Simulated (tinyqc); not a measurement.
# FinFET, parasitic resistance, capacitance and delay: effects of single changes

Nf fins under one contact; each has gated perimeter p = 2 Hf + Wf and cross-section A = Hf Wf; contact width Wc = Nf pf, stack height Hs = Hf. Contact length Lc = CPP - Lg - 2 Lsp, shared by two neighbouring gates. Source and drain sides are equal. The formulas are first-order estimates, not field solutions.

Parameters, values chosen for the exercise; values close to those of silicon logic devices:

| symbol | value | unit | meaning |
|---|---|---|---|
| T | 300 | K | temperature |
| Nf | 2 |  | number of fins |
| Hf | 35 | nm | fin height |
| Wf | 6 | nm | fin width |
| pf | 30 | nm | fin pitch |
| CPP | 45 | nm | contacted gate pitch |
| Lg | 20 | nm | gate length |
| Lsp | 7 | nm | spacer length |
| ks | 7 |  | relative permittivity of the spacer |
| Hc | 25 | nm | gate height above the channel stack |
| rc | 5.5e-10 | ohm cm^2 | contact resistivity |
| re | 0.00026 | ohm cm | resistivity of the source-drain epitaxy |
| te | 20 | nm | current-carrying depth of the epitaxy |
| rx | 0.00044 | ohm cm | resistivity of the extension |
| Lov | 2 | nm | gate overlap |
| Cinv | 2.6 | uF/cm^2 | inversion capacitance |
| vx | 9e6 | cm/s | injection velocity |
| mu | 320 | cm^2/(V s) | apparent mobility |
| VT | 0.25 | V | threshold at zero drain voltage |
| dl | 0.066 | V/V | barrier lowering |
| n | 1.27 |  | subthreshold factor |
| Cw | 0.35 | fF | wire load |
| Vdd | 0.8 | V | supply voltage |

Constants: q = 1.602176634e-19 C, kB = 1.380649e-23 J/K, eps0 = 8.8541878128e-12 F/m, Vt = kB T/q. Results are converted to the units shown.

Each table varies one quantity; the others keep the values above.

## Effect of the fin pitch

Epitaxy sheet resistance Rsh = re/te, transfer length LT = sqrt(rc/Rsh), contact Rc = [sqrt(rc Rsh)/Wc] coth(Lc/(2 LT)); extension of one fin Rx = rx Lsp/A. With N fins: gate Cg = Cinv p N Lg; per side, plate Cp = ks eps0 [Wc (Hs + Hc) - N A]/Lsp, top fringe Cf = (2/pi) ks eps0 Wc ln(1 + Lg/(2 Lsp)), overlap Co = Cinv p N Lov. One fin: I = p Q vx u/(1 + |u|^1.8)^(1/1.8), Q = Cinv n Vt ln(1 + exp((Vg' - VT + dl Vd')/(n Vt))), u = Vd' mu/(vx Lg), Vg' = Vgs - v, Vd' = Vds - 2 v, with the drop on each side v = Rc (sum of I) + Rx I. Ieff = [I(Vgs = Vdd, Vds = Vdd/2) + I(Vdd/2, Vdd)]/2, total currents. With Cs = Cp + Cf + Co, the load of an inverter of two such devices driving an equal one is CL = 2 (Cg + 2 Cs) + 4 Cs + Cw (own drains counted twice for the Miller effect); delay CL Vdd/(2 Ieff).

The same in every row: Rx/N (ohm) = 73.33.

Result of one run:

| pf (nm) | Rc (ohm) | Ieff (uA) | CL (aF) | delay (ps) |
|---|---|---|---|---|
| 44 | 116.3 | 126.6 | 940.2 | 2.970 |

What becomes of these results when the fin pitch pf is changed from 44 to 30 nm, all else the same?

Result of the changed run:

| pf (nm) | Rc (ohm) | Ieff (uA) | CL (aF) | delay (ps) |
|---|---|---|---|---|
| 30 | 170.6 | 123.9 | 813.4 | 2.625 |

The whole series:

| pf (nm) | Rc (ohm) | Ieff (uA) | CL (aF) | delay (ps) |
|---|---|---|---|---|
| 18 | 284.4 | 118.6 | 704.6 | 2.376 |
| 22 | 232.7 | 121.0 | 740.9 | 2.449 |
| 26 | 196.9 | 122.7 | 777.1 | 2.534 |
| 30 | 170.6 | 123.9 | 813.4 | 2.625 |
| 36 | 142.2 | 125.3 | 867.7 | 2.769 |
| 44 | 116.3 | 126.6 | 940.2 | 2.970 |

As pf goes from 18 to 44 nm, Ieff rises from 119 to 127 uA, CL rises from 705 to 940 aF and the delay rises from 2.38 to 2.97 ps.

## Effect of the supply voltage

Same model as above.

The same in every row: Rc (ohm) = 170.6; Rx/N (ohm) = 73.33; CL (aF) = 813.4.

Effect of the supply voltage:

| Vdd (V) | Ieff (uA) | delay (ps) |
|---|---|---|
| 0.45 | 37.23 | 4.915 |
| 0.55 | 60.25 | 3.712 |
| 0.65 | 85.32 | 3.098 |
| 0.75 | 111.0 | 2.747 |
| 0.85 | 136.9 | 2.525 |
| 0.95 | 162.8 | 2.373 |

As Vdd goes from 0.45 to 0.95 V, Ieff rises from 37.2 to 163 uA, CL stays at 813 aF and the delay falls from 4.92 to 2.37 ps.

## Effect of the fin height

Same model as above.

The same in every row: Rc (ohm) = 170.6.

Effect of the fin height:

| Hf (nm) | Rx/N (ohm) | Ieff (uA) | CL (aF) | delay (ps) |
|---|---|---|---|---|
| 20 | 128.3 | 76.91 | 675.0 | 3.511 |
| 30 | 85.56 | 108.5 | 767.2 | 2.827 |
| 40 | 64.17 | 139.1 | 859.5 | 2.472 |
| 50 | 51.33 | 168.5 | 951.7 | 2.259 |
| 60 | 42.78 | 196.9 | 1044 | 2.120 |
| 70 | 36.67 | 224.4 | 1136 | 2.026 |
| 80 | 32.08 | 250.8 | 1228 | 1.959 |
| 90 | 28.52 | 276.4 | 1321 | 1.912 |

As Hf goes from 20 to 90 nm, Ieff rises from 76.9 to 276 uA, CL rises from 675 to 1320 aF and the delay falls from 3.51 to 1.91 ps. From the first row to the last Ieff grows by a factor of 3.59 and CL by 1.96; the first step changes the delay by -19 %, the last by -2.4 %.

Numbers from tinyqc (`OMP_NUM_THREADS=1 python tinyqc.py 2170011 2170012 out.jsonl`; about 0.02 s on one thread of a shared Intel Xeon 2.30GHz).
